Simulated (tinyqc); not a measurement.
Smearing for a one-band metal on the bcc lattice, step by step. Values are carried at full precision from step to step, so a last printed digit may differ when a step is redone from the rounded ones.

Lattice vectors (units of a): a1 = (-1/2, 1/2, 1/2), a2 = (1/2, -1/2, 1/2), a3 = (1/2, 1/2, -1/2). E(k) = -t A_1(k) - t2 A_2(k), A_m the sum of cos(k . R) over the 8 nearest and 6 second lattice vectors. Mesh k = sum (j_i/N) b_i, j_i = 0 .. N-1.

Inputs chosen for the exercise:
- t = 0.36 eV (nearest hopping)
- t2 = 0.09 eV (second hopping)
- N = 4 (unshifted mesh)
- ne = 1.47 (electrons per cell)
- sigma = 0.108 eV (width)

## Levels on the mesh

Evaluate the band and collect equal energies with their counts.

Distinct levels:
```
E_k (eV)  points
-3.4200        1
-1.6200       12
-0.1800        6
0.1800        30
0.5400         2
1.2600        12
2.3400         1
```

7 distinct levels; the mean spacing is 0.960 eV.

## Fermi level with Fermi-Dirac smearing

With x = (E_k - mu)/sigma: Fermi-Dirac f = 1/(1 + exp(x)), s = -f ln f - (1 - f) ln(1 - f). With weights w = points/N^d (d the dimension), mu solves 2 sum w f = ne; E = 2 sum w f E_k, S = 2 sum w s, F = E - sigma S.

Weights w = points/total. Bisection from the lowest and highest level; ten steps are shown.

Bisection:
```
step  low (eV)  high (eV)  mu (eV)  electrons
1      -3.4200     2.3400  -0.5400     0.4139
2      -0.5400     2.3400   0.9000     1.6033
3      -0.5400     0.9000   0.1800     1.0582
4       0.1800     0.9000   0.5400     1.5304
5       0.1800     0.5400   0.3600     1.3911
6       0.3600     0.5400   0.4500     1.4787
7       0.3600     0.4500   0.4050     1.4407
8       0.4050     0.4500   0.4275     1.4610
9       0.4275     0.4500   0.4387     1.4701
10      0.4275     0.4387   0.4331     1.4656
```

## Occupations and energies

Converge mu, then list x, f and s of each level and form the sums.

mu = 0.4386 eV

x, f and s of each level:
```
E_k (eV)       x       f       s
-3.4200   -35.73  1.0000  0.0000
-1.6200   -19.06  1.0000  0.0000
-0.1800    -5.73  0.9968  0.0218
0.1800     -2.39  0.9164  0.2875
0.5400      0.94  0.2811  0.5940
1.2600      7.61  0.0005  0.0043
2.3400     17.61  0.0000  0.0000
```

E = -0.5837 eV
S = 0.3124
F = -0.6174 eV
(E + F)/2 = -0.6005 eV

Levels with f between 0.001 and 0.999: 3. (E + F)/2 removes the term in sigma^2 for this scheme. That argument needs a smooth density of states, and the number of distinct levels within 2 sigma of mu is only 1, so it may fail on this mesh.

## Checks

- The slope dF/d sigma by finite differences against -S: both -0.31238.
- The slope dF/d ne by finite differences against mu (eV): both 0.43857.

Program tinyqc; command `OMP_NUM_THREADS=1 python tinyqc.py 1651064 1651065 out.jsonl`; about 0.2 s on one thread of a shared Intel(R) Xeon(R) Processor @ 2.30GHz.
